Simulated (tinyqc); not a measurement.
What each parameter does: ellipsoidal valleys in the axes of a wafer and a channel.

Valleys with axes a along [111], [1-1-1], [-11-1] and [-1-11], one whole valley each; inverse mass tensor w = 1/mt + (1/ml - 1/mt) a a. Device axes: z = nz/|nz|, x = nx/|nx|, y = z cross x; in them a = (ax, ay, az). Confinement mass mz = 1/w_zz. In the plane w_ij is replaced by u_ij = w_ij - w_iz w_jz/w_zz (i, j = x, y); density-of-states mass md = 1/sqrt(det u); conductivity mass along x mc = 1/u_xx; ballistic transport mass mx = u_yy/det u, width mass my = 1/u_yy.

Hard walls: E_n = c (n pi/t)^2/mz, c = hbar^2/2m0, n = 1, 2, 3. Non-degenerate share of a valley proportional to md sum_n exp(-E_n/kT); mean 1/mc = sum of share/mc. 1 nm = 10 angstrom.

Constants: hbar^2/2m0 = 3.80998211 eV angstrom^2; kB = 8.617333262e-05 eV/K.

Values chosen for the exercise (near those of the L valleys of Ge; shifted at random, so the results belong to these values and not to a real crystal):
```
symbol  value       unit  meaning
ml      1.542       m0    longitudinal mass
mt      0.083       m0    transverse mass
nz      (1, 1, 0)         surface normal (confinement)
nx      (1, -1, 1)        channel direction
t       6.4         nm    thickness of the film
T       300         K     temperature
```

Lowest E1, its share and the mean conductivity mass.

One parameter was then changed.

Results before and after:
```
case     lowest E1 (meV)   share  mean mc (m0)
base               40.84  0.9011        0.1200
changed            40.84  0.8775        0.1210
```

Which of these changes was made? (a) ml = 1.696 m0; (b) mt = 0.075 m0; (c) t = 7.04 nm; (d) T = 330 K.
Answer: (d) T = 330 K. Of the candidates, run in turn, only this one gives the changed row.

All candidates:
```
case           lowest E1 (meV)   share  mean mc (m0)
base                     40.84  0.9011        0.1200
ml = 1.696 m0            40.48  0.9020        0.1207
mt = 0.075 m0            44.77  0.9245        0.1082
t = 7.04 nm              33.75  0.8522        0.1221
T = 330 K                40.84  0.8775        0.1210
```

(tinyqc, `OMP_NUM_THREADS=1 python tinyqc.py 1851082 1851083 out.jsonl`, Intel(R) Xeon(R) Processor @ 2.30GHz, 1 thread, shared host, about 0.01 s.)
